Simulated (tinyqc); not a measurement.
Inside a calculation. Model: kinetic Monte Carlo and master equation for a particle on a ring of sites with traps and bias. Computed by tinyqc, a small Python program that keeps every step. Command: `OMP_NUM_THREADS=1 python tinyqc.py 3002764 3002765 out.jsonl kmc walk`. One thread of a shared host (Intel(R) Xeon(R) Processor @ 2.30GHz), about 0.07 s of CPU time with the checks. Intermediate numbers are printed to about 7 digits and carried at full precision; extremes and crossings named in words are read from the listed rows.

8 sites on a ring, numbered 1 to 8. The saddle between i and i+1 lies at E0 + s b_i and site i at s eps_i; a force F tilts the landscape, with the saddle half-way.

Inputs (values chosen for the exercise, for a model defect):
```
quantity                         value         unit
reference barrier E0              0.57           eV
scale factor s of the disorder       1            -
attempt frequency nu               4.9          THz
temperature T                      390            K
site spacing a                     3.7     angstrom
force F along the ring          0.0011  eV/angstrom
seed of the random numbers      808623            -
```

Disorder: random barriers.

site energies eps_i (eV): 0  0  0  0  0  0  0  0

saddle shifts b_i between sites i and i+1 (eV): 0.00032  0.045  -0.022  0.037  0.019  -0.038  0.025  0.016

Constants: k_B = 8.617333262e-05 eV/K.

## Rate table

Rates: k(i to i+1) = nu exp(-(E0 + s b_i - s eps_i - F a/2)/(k_B T)), k(i to i-1) = nu exp(-(E0 + s b_(i-1) - s eps_i + F a/2)/(k_B T)). Share right = k right/(k right + k left); mean stay = 1/(k right + k left).

Rates, shares of right hops and mean stays:
```
site  k right (1/s)  k left (1/s)  share right  mean stay (s)
1          222089.8      123398.2    0.6428291   2.894457e-06
2           58769.3      196758.7    0.2299918   3.913465e-06
3          431478.2       52066.2    0.8923238   2.068062e-06
4           74564.3      382264.8    0.1632214   2.189002e-06
5          127390.2       66059.7    0.6585180   5.169298e-06
6          694574.8      112860.4    0.8602236   1.238489e-06
7          106561.7      615353.2    0.1476098   1.385205e-06
8          139284.8       94407.5    0.5960179   4.279132e-06
```

The particle stays longest on site 5, 4.2 times as long as on the quickest site.

## Twelve steps of the residence-time algorithm

Random numbers:
```
step      r1      r2
1     0.9266  0.1055
2     0.2350  0.7818
3     0.5024  0.0293
4     0.9130  0.5584
5     0.3103  0.8557
6     0.8172  0.1585
7     0.4817  0.4184
8     0.6220  0.7953
9     0.8627  0.6453
10    0.0886  0.6451
11    0.7050  0.1481
12    0.4770  0.2102
```

Start on site 1 at t = 0. Hop right if r1 is below the share right, else left; advance the clock by -ln(r2) times the mean stay.

Trajectory:
```
step  site    hop      wait (s)     clock (s)  net hops
1        1   left  6.509761e-06  6.509761e-06        -1
2        8  right  1.053335e-06  7.563096e-06         0
3        1  right  1.021792e-05  1.778101e-05         1
4        2   left  2.280297e-06  2.006131e-05         0
5        1  right  4.510589e-07  2.051237e-05         1
6        2   left  7.208605e-06  2.772097e-05         0
7        1  right  2.521990e-06  3.024296e-05         1
8        2   left  8.963239e-07  3.113929e-05         0
9        1   left  1.267888e-06  3.240718e-05        -1
10       8  right  1.875757e-06  3.428293e-05         0
11       1   left  5.528029e-06  3.981096e-05        -1
12       8  right  6.674145e-06  4.648511e-05         0
```

## Steady state

Master equation dP/dt = W P, W_(i+1,i) = k right, W_(i-1,i) = k left, columns summing to zero. The steady state is its null vector; drift v = a sum P_i (k right - k left). D = a^2 lambda''(0)/2, where lambda(q) is the leading eigenvalue of W with right hops weighted by exp(q) and left hops by exp(-q). The slowest relaxation rate is minus the real part of the next eigenvalue of W. 1 angstrom = 1e-8 cm.

occupations P_i: 0.1280566  0.1353562  0.1180657  0.1285372  0.1177228  0.1168628  0.1289705  0.1264281

drift velocity v = 5.350361e-04 cm/s

diffusivity D = 1.640774e-10 cm^2/s

slowest relaxation rate = 65346.63 1/s

The Boltzmann occupations exp(-s eps_i/(k_B T))/Z differ from these by at most 0.010: the current piles particles up in front of high saddles.

## Closed form at zero force

At zero force D0 = a^2 nu exp(-E0/(k_B T)) / [<exp(-s eps/(k_B T))> <exp(s b/(k_B T))>], with means over the ring; Einstein relation v = D0 F/(k_B T); 1 angstrom = 1e-8 cm.

zero-force diffusivity D0 = 1.633663e-10 cm^2/s

D0 over the value without disorder = 0.5654480

Einstein drift = 5.347093e-04 cm/s

F a/(k_B T) = 0.121; the true drift is 1.0006 times the Einstein value.

## Sampled drift against the exact one

400 independent walkers start on sites drawn with weights P_i (k right + k left), the steady shares of hops (random numbers not printed); the estimate is total displacement over total time, with its standard error from the spread between walkers.

Drift from sampling:
```
hops per walker  estimate (cm/s)  standard error (cm/s)  deviation in standard errors
10                  6.583934e-04           2.013008e-04                      0.612801
30                  4.649387e-04           1.150873e-04                     -0.609081
100                 4.846096e-04           5.783299e-05                     -0.871933
300                 4.891865e-04           3.575980e-05                     -1.282154
1000                5.534513e-04           1.808240e-05                      1.018403
3000                5.385058e-04           1.099906e-05                      0.315459
```

The exact drift is 5.350e-4 cm/s. The standard error falls by a factor 3.20 from 100 to 1000 hops (sqrt10 = 3.16), and in the last row it is 2.1 % of the drift.

Checks made by the program: closed form against the master equation at zero force (relative difference 1e-06).
